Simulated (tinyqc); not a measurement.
# Changing the step factor eta

Model: geometry relaxation of a small cluster. Computed by tinyqc, a small Python program. Command: `OMP_NUM_THREADS=1 python tinyqc.py 3020915 3020916 out.jsonl relax sweep`. One thread of a shared host (Intel(R) Xeon(R) Processor @ 2.30GHz), about 0.08 s of CPU time with the checks.

E = sum_(i<j) phi(r_ij), phi(r) = eps [exp(-2 alpha (r - r0)) - 2 exp(-alpha (r - r0))]; the force on i is -sum_j phi'(r_ij) (R_i - R_j)/r_ij.

Inputs (values chosen for the exercise, for model atoms): length r0 = 2.89 angstrom; well depth eps = 0.36 eV; stiffness alpha = 1.95 1/angstrom; largest number of steps = 500.

Potential: Morse. Method: steepest descent.

starting positions (angstrom), rows atom 1, atom 2, atom 3, atom 4, columns x, y, z:
$$\begin{pmatrix}
0.02 & 0.08 & -0.11 \\
3.02 & 0.09 & -0.07 \\
1.41 & 2.48 & -0.06 \\
1.1 & 0.99 & 2.42
\end{pmatrix}$$

Method:
- Steepest descent: R(new) = R + eta F.
- No atom moves more than 0.3 angstrom a step (the whole step is scaled). Stop when the largest force component is below 1e-5 eV/angstrom.
- Hessian at the final positions by central differences of the forces; six eigenvalues vanish (translations and rotations). Steepest descent is stable for eta below 2/lambda_max and contracts the softest mode by 1 - eta lambda_min a step.

One run for each value:
```
step factor eta (angstrom^2/eV)  steps  final energy (eV)  largest stable eta (angstrom^2/eV)
0.026                              145            -2.1600                             0.18263
0.038                               98            -2.1600                             0.18263
0.055                               66            -2.1600                             0.18263
0.080                               44            -2.1600                             0.18263
0.120                               28            -2.1600                             0.18263
0.170                               63            -2.1600                             0.18263
```

Describe and explain the trends.

Over the rows, steps goes from 145 through a minimum among these rows, 28.0 at 0.120, to 63.0. The final energy is the same in every row; the largest stable eta for plain steepest descent is 0.183. Well below that limit the count falls about as 1/eta; above it the steps overshoot and the run cannot settle, so such values give no row. Left out: 0.250, 0.360, 0.520 (the iteration did not converge within its cap).

Extremes, crossings and ranges named in words are read from the listed rows.
